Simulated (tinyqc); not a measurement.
Thin-body transistor below threshold, two-dimensional Poisson equation on a small mesh: one step of the calculation.

A thin body on a thick buried insulator of low permittivity, taken as carrying no normal field at the bottom of the body (row 0). Mobile charge is neglected (subthreshold), the body is fully depleted, and potentials are counted from the intrinsic level; rows run upward to the gate, columns from source to drain.

Question. Gauss-Seidel sweep. Free nodes: rows 0..4, columns 1..5, taken row by row from row 0, left to right. t = (up psi(above) + dn psi(below) + lat [psi(left) + psi(right)] + s)/(up + dn + 2 lat), with the newest neighbours; psi(new) = t.

psi at the start (fixed values on the edges, free nodes at zero) (V):
```
               j=0          j=1          j=2          j=3          j=4          j=5          j=6
row 0   0.47000000   0.00000000   0.00000000   0.00000000   0.00000000   0.00000000   0.52000000
row 1   0.47000000   0.00000000   0.00000000   0.00000000   0.00000000   0.00000000   0.52000000
row 2   0.47000000   0.00000000   0.00000000   0.00000000   0.00000000   0.00000000   0.52000000
row 3   0.47000000   0.00000000   0.00000000   0.00000000   0.00000000   0.00000000   0.52000000
row 4   0.20000000   0.00000000   0.00000000   0.00000000   0.00000000   0.00000000   0.22500000
row 5  -0.07000000  -0.07000000  -0.07000000  -0.07000000  -0.07000000  -0.07000000  -0.07000000
```

```
row         up         dn        lat  s (V)
0         38.5          0  2.5454545      0
1         38.5       38.5  5.0909091      0
2         38.5       38.5  5.0909091      0
3    54.726368       38.5  8.2556818      0
4    54.726368  54.726368  11.420455      0
```

Give: psi after iteration 1.

Answer.

psi after iteration 1 (V):
```
            j=0       j=1       j=2       j=3       j=4       j=5       j=6
row 0   0.47000   0.02745   0.00160   0.00009   0.00001   0.03037   0.52000
row 1   0.47000   0.03957   0.00302   0.00022   0.00002   0.04378   0.52000
row 2   0.47000   0.04492   0.00396   0.00033   0.00003   0.04970   0.52000
row 3   0.47000   0.05112   0.00523   0.00051   0.00005   0.05656   0.52000
row 4   0.20000   0.00945  -0.02598  -0.03099  -0.03161   0.01113   0.22500
row 5  -0.07000  -0.07000  -0.07000  -0.07000  -0.07000  -0.07000  -0.07000
```

Program tinyqc, `OMP_NUM_THREADS=1 python tinyqc.py 2480107 2480108 out.jsonl`; Intel Xeon 2.30GHz, shared host, one thread, about 0.1 s.
